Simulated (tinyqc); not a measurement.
## Modulation-doped quantum well, Poisson-Schroedinger loop: effect of the well width

A well of width L centred at z = 0 between barriers Vb; effective-mass electrons, parabolic bands. The electrons come from donor sheets outside the mesh, a share fL of Ns on the left and the rest on the right, so the structure is neutral. Energies are counted from the band edge of the well, with U = 0 on the first node in the Hartree part.

Schroedinger equation -C d/dz (1/m) dpsi/dz + (V0 + U) psi = E psi, C = hbar^2/(2 m0), on a fine mesh (400 intervals across the well) with hard walls 16.5 nm outside the well edges (to within half a fine step); the lowest 2 levels are kept. V0 = 0 in the well and Vb outside, plus q Fz z (1 kV/cm = 1e-4 eV/nm). N_k = D Vt ln(1 + exp((EF - E_k)/Vt)), D = md m0 q/(pi hbar^2), sum N_k = Ns; n = sum N_k |psi_k|^2. dU/dz = q (fL Ns - integral of n from the left)/(eps0 eps_r). The loop is converged to 1e-9 eV; shares under 0.001 % are printed as 0.

Values chosen for this exercise; material values those of a made-up well: temperature T = 150 K; mass along z in the well mw = 0.204 m0; mass along z in the barriers mb = 0.278 m0; in-plane mass md = 0.161 m0; barrier height Vb = 0.428 eV; relative permittivity (all layers) eps_r = 11.3; sheet density of electrons Ns = 2.3e12 cm^-2; share of the donors on the left side fL = 0.5; applied field along z Fz = 0 kV/cm.

Constants: q = 1.602176634e-19 C, kB = 1.380649e-23 J/K, hbar = 1.054571817e-34 J s, m0 = 9.1093837015e-31 kg, Vt = kB T/q, eps0 = 8.8541878128e-14 F/cm where lengths are in cm, hbar^2/(2 m0) = 0.0380998212 eV nm^2. Results are converted to the units shown.

The same in every row: centroid (nm) = 0.

Result of one run:
```
E2 - E1 (meV),EF - E1 (meV),share of E2 (%),charge in the barriers (%),range of U in the well (meV)
9.55,17.6,39.8,0.943,65.2
```

Which well width L gave this result: 15, 24, 30 or 48 nm?

L = 15 nm.

The whole series:
```
L (nm),E2 - E1 (meV),EF - E1 (meV),share of E2 (%),charge in the barriers (%),range of U in the well (meV)
9.6,33.8,26.8,17.3,1.23,50.2
12,19.2,21.7,30.0,1.06,57.9
15,9.55,17.6,39.8,0.943,65.2
19,3.69,14.9,46.1,0.882,71.1
24,1.11,13.6,48.8,0.865,74.1
30,0.266,13.2,49.7,0.862,75.1
38,0.0404,13.1,50.0,0.860,75.4
48,0.00385,13.1,50.0,0.858,75.4
```

As L goes from 9.6 to 48, E2 - E1 falls from 33.8 to 0.00385 meV, EF - E1 falls from 26.8 to 13.1 meV and the share of E2 rises from 17.3 to 50.0 %. EF lies above E2 for L = 12, 15, 19, 24, 30, 38, 48. The spacing goes as L^(-5.64) over the table; an empty well with infinite walls would give -2. For L = 12, 15, 19, 24, 30, 38, 48 E2 holds over 8 % and the third level, left out, lies near enough to EF to take a share too.

Program tinyqc, `OMP_NUM_THREADS=1 python tinyqc.py 2140125 2140126 out.jsonl`; Intel Xeon 2.30GHz, shared host, one thread, about 0.4 s.
